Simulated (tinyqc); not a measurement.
Lateral field, substrate current, probability of reaching the oxide barrier and hot-carrier lifetime of a silicon transistor (pseudo-two-dimensional and lucky-electron models). Inputs raised by 10 %, one at a time. Computed by tinyqc, a small Python program. Command: `OMP_NUM_THREADS=1 python tinyqc.py 3027555 3027556 out.jsonl hotcar sens`. One thread of a shared host (Intel(R) Xeon(R) Processor @ 2.30GHz), about 0.01 s of CPU time with the checks.

Local-field models: a lucky carrier gains its energy at the peak field over a path free of collisions. Voltages are magnitudes.

Inputs (values chosen for the exercise, modelled on a silicon n-channel):
```
quantity,value,unit
channel length L,390,nm
oxide thickness t,10,nm
junction depth x_j,110,nm
mobility mu,320,cm^2/(V s)
saturation velocity v_s,0.86,1e7 cm/s
threshold voltage V_T,0.63,V
gate voltage V_G,2.2,V
drain voltage V_D,3.5,V
ionisation prefactor A_i,2.1e+06,1/cm
ionisation field B_i,1.71,MV/cm
hot-carrier mean free path lambda,8,nm
oxide barrier phi_b,3.1,eV
interface-trap threshold phi_it,3.7,eV
lifetime constant H,4,s microampere/micrometre
length of the depleted extension L_n,27,nm
```

Drain: lightly doped extension.

Constants: eps_0 = 8.8541878128e-12 F/m.

Method:
- C_ox = 3.9 eps_0/t; F_sat = 2 v_s/mu; V_Dsat = V_ov F_sat L/(V_ov + F_sat L), V_ov = V_G - V_T; I_D/W = C_ox v_s (V_ov - V_Dsat).
- Scale length l = 0.22 t^(1/3) x_j^(1/2) (all in cm); F_m = sqrt(((V_D - V_Dsat)/l_e)^2 + F_sat^2), with l_e = l + L_n; length of the velocity-saturated region l_e ln((V_D - V_Dsat)/(l_e F_sat) + F_m/F_sat).
- Substrate current I_sub/I_D = (A_i/B_i)(V_D - V_Dsat) exp(-B_i/F_m); probability of reaching the oxide barrier exp(-phi_b/(e lambda F_m)); lifetime tau = (H/(I_D/W)) exp(phi_it/(e lambda F_m)).

Runs:
```
input moved,from,to,peak field F_m (kV/cm),substrate current I_sub/W (microampere/micrometre),lifetime tau (s),drain current I_D/W (microampere/micrometre)
base run,-,-,265.81,1.0257,7.2156e+05,199.66
channel length L (nm),390,429,262.25,0.8766,9.6613e+05,188.86
oxide thickness t (nm),10,11,259.95,0.8064,1.1754e+06,181.51
junction depth x_j (nm),110,121,257.05,0.8237,1.3059e+06,199.66
gate voltage V_G (V),2.2,2.42,259.17,1.0388,9.1913e+05,244.84
drain voltage V_D (V),3.5,3.85,300.18,2.4306,9.8407e+04,199.66
hot-carrier mean free path lambda (nm),8,8.8,265.81,1.0257,1.4836e+05,199.66
length of the depleted extension L_n (nm),27,29.7,259.11,0.8685,1.1316e+06,199.66
```

Exponents ln(y'/y) / ln(x'/x):
```
input,peak field F_m,substrate current I_sub/W,lifetime tau,drain current I_D/W
channel length L,-0.142,-1.648,3.062,-0.583
oxide thickness t,-0.234,-2.523,5.119,-1.000
junction depth x_j,-0.352,-2.301,6.224,0.000
gate voltage V_G,-0.266,0.133,2.539,2.140
drain voltage V_D,1.276,9.053,-20.903,0.000
hot-carrier mean free path lambda,0.000,0.000,-16.596,0.000
length of the depleted extension L_n,-0.268,-1.746,4.721,0.000
```

Among the inputs moved here: peak field F_m answers most in size to drain voltage V_D (exponent +1.276), next to junction depth x_j (-0.352); its exponent is below 0.0005 for hot-carrier mean free path lambda. Substrate current I_sub/W answers most in size to drain voltage V_D (exponent +9.053), next to oxide thickness t (-2.523); its exponent is below 0.0005 for hot-carrier mean free path lambda. Lifetime tau answers most in size to drain voltage V_D (exponent -20.903), next to hot-carrier mean free path lambda (-16.596). Drain current I_D/W answers most in size to gate voltage V_G (exponent +2.140), next to oxide thickness t (-1.000); its exponent is below 0.0005 for junction depth x_j, drain voltage V_D, hot-carrier mean free path lambda, length of the depleted extension L_n. Its exponent -1.000 in oxide thickness t: the current follows C_ox.

Caution (all rows): the empirical formula for l was fitted to oxides of about 15 nm or more; for thinner ones it is an extrapolation. Caution (rows base run, channel length L, oxide thickness t, junction depth x_j, gate voltage V_G, hot-carrier mean free path lambda, length of the depleted extension L_n): e V_D is below phi_b or phi_it, so the available energy, not the field, limits hot carriers, and the lucky-electron formulas overstate them. Caution (rows drain voltage V_D): the saturated region fills most of the channel, so the split into two regions is rough.

Extremes, crossings and ranges named in words are read from the listed rows.
